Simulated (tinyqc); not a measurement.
## Trapped share and trap depth from dynamic on-resistance

Inverse problem. Traps remove the share ft of the electrons in the drain access (length Ld, sheet resistance Rsh before stress), so Ron grows by Rsh Ld ft/(1 - ft). The recovery time goes as T^(-2) exp(q Ea/(kB T)). Find ft and Ea.

Parameters, values chosen for the exercise: drain access length Ld = 4 um.

Constants: q = 1.602176634e-19 C, kB = 1.380649e-23 J/K. Results are converted to the units shown.

Ron before and just after an off-state stress (ohm mm): [2.2013092, 2.5774971]
Rsh = 254.27514 ohm
recovery times at 320 and 410 K (s): [0.008, 7.1276604e-6]

Answer. The rise of Ron over Rsh Ld is ft/(1 - ft); ln(t T^2) is linear in 1/T.

ft = 0.270
Ea = 0.820 eV

tinyqc, about 0.05 s, one thread, Intel Xeon 2.30GHz (shared host): `OMP_NUM_THREADS=1 python tinyqc.py 2570167 2570168 out.jsonl`
